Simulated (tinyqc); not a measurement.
Inputs raised by 2 %, one at a time: correction of a charged-defect supercell by a model charge and potential alignment (plane-averaged potentials). Computed by tinyqc, a small Python program. Command: `OMP_NUM_THREADS=1 python tinyqc.py 3113471 3113472 out.jsonl align sens`. One thread of a shared host (Intel(R) Xeon(R) Processor @ 2.30GHz), about 0.02 s of CPU time with the checks.

The "true" defect charge is (1 - x) q in a Gaussian of width sigma plus x q in one of width sigma_t, so the exact answer is known; the correction sees only a single model Gaussian of width sigma_m. A Gaussian of width s has the transform rho(G) = exp(-G^2 s^2/2), normalised to 1. A uniform background cancels q, so G = 0 is left out. Potentials are those felt by a unit positive charge. E_0 is the formation energy of the isolated defect, E_cell its value in the supercell, E_lat = E_iso - E_per of the model charge, C the true less the model potential far from the defect; the exact correction is E_0 - E_cell, and the error of a scheme is E_cell plus its correction less E_0.

Inputs (values chosen for the exercise, with screening close to that of HfO2):

| quantity | value | unit |
|---|---|---|
| defect charge q | 1 | e |
| dielectric constant eps | 21.3 | - |
| edge of the cubic cell L | 16.5 | angstrom |
| width sigma of the true defect charge | 1.5 | angstrom |
| width sigma_m of the model charge | 1.1 | angstrom |
| share x of the charge in a wide tail | 0 | - |
| width sigma_t of the tail | 3.1 | angstrom |
| formation energy of the isolated defect E_0 | 4.18 | eV |

Constants: e^2/(4 pi eps_0) = 14.39964548 eV angstrom.

Method:
- Periodic energy E_per = (2 pi q^2/(eps L^3)) (e^2/(4 pi eps_0)) sum_(G != 0) rho(G)^2/G^2, G = (2 pi/L)(n1, n2, n3), |n_i| <= 16. Isolated energy: two Gaussians of charges q_a, q_b and widths a, b interact by q_a q_b (e^2/(4 pi eps_0 eps)) sqrt(2/pi)/sqrt(a^2 + b^2), and the self-energy is half the sum over pairs.
- Supercell value E_cell = E_0 + E_per - E_iso for the true charge.
- E_lat = E_iso - E_per for the model charge; point-charge value alpha q^2 e^2/(4 pi eps_0 eps 2 L) with alpha = 2.837297.
- Plane-averaged potential at distance z from the defect: V(z) = (4 pi q/(eps L^3)) (e^2/(4 pi eps_0 e)) sum_(m != 0) rho(G_m) cos(G_m z)/G_m^2, G_m = 2 pi m/L, |m| <= 40.
- C = difference at z = L/2; E_corr = E_cell + E_lat - q C. For charges that have died out at L/2, C = (2 pi q/(eps L^3)) (e^2/(4 pi eps_0 e)) (<s^2> - sigma_m^2), <s^2> = (1 - x) sigma^2 + x sigma_t^2.

Runs:

| input moved | from | to | exact correction (eV) | E_lat (eV) | error without alignment (meV) | error with the point-charge term alone (meV) |
|---|---|---|---|---|---|---|
| base run | - | - | 0.055997 | 0.056981 | 0.9834 | 2.1276 |
| dielectric constant eps | 21.3 | 21.726 | 0.054899 | 0.055864 | 0.9641 | 2.0858 |
| edge of the cubic cell L (angstrom) | 16.5 | 16.83 | 0.054980 | 0.055907 | 0.9267 | 2.0048 |
| width sigma of the true defect charge (angstrom) | 1.5 | 1.53 | 0.055912 | 0.056981 | 1.0694 | 2.2135 |
| width sigma_m of the model charge (angstrom) | 1.1 | 1.122 | 0.055997 | 0.056935 | 0.9372 | 2.1276 |
| width sigma_t of the tail (angstrom) | 3.1 | 3.162 | 0.055997 | 0.056981 | 0.9834 | 2.1276 |

Exponents ln(y'/y) / ln(x'/x):

| input | exact correction | E_lat | error without alignment | error with the point-charge term alone |
|---|---|---|---|---|
| dielectric constant eps | -1.000 | -1.000 | -1.000 | -1 |
| edge of the cubic cell L | -0.926 | -0.961 | -3.000 | -3 |
| width sigma of the true defect charge | -0.078 | 0.000 | 4.231 | 2 |
| width sigma_m of the model charge | 0.000 | -0.041 | -2.431 | 0 |
| width sigma_t of the tail | 0.000 | 0.000 | 0.000 | 0 |

Among the inputs moved here: exact correction answers most in size to dielectric constant eps (exponent -1.000), next to edge of the cubic cell L (-0.926); its exponent is below 0.0005 for width sigma_m of the model charge, width sigma_t of the tail. Its exponent -1.000 in dielectric constant eps: all terms are screened alike. E_lat answers most in size to dielectric constant eps (exponent -1.000), next to edge of the cubic cell L (-0.961); its exponent is below 0.0005 for width sigma of the true defect charge, width sigma_t of the tail. Error without alignment answers most in size to width sigma of the true defect charge (exponent +4.231), next to edge of the cubic cell L (-3.000); its exponent is below 0.0005 for width sigma_t of the tail. Error with the point-charge term alone answers most in size to edge of the cubic cell L (exponent -3.000), next to width sigma of the true defect charge (+2.000); its exponent is below 0.0005 for width sigma_m of the model charge, width sigma_t of the tail. Its exponent -3.000 in edge of the cubic cell L: the next term after the point charge.
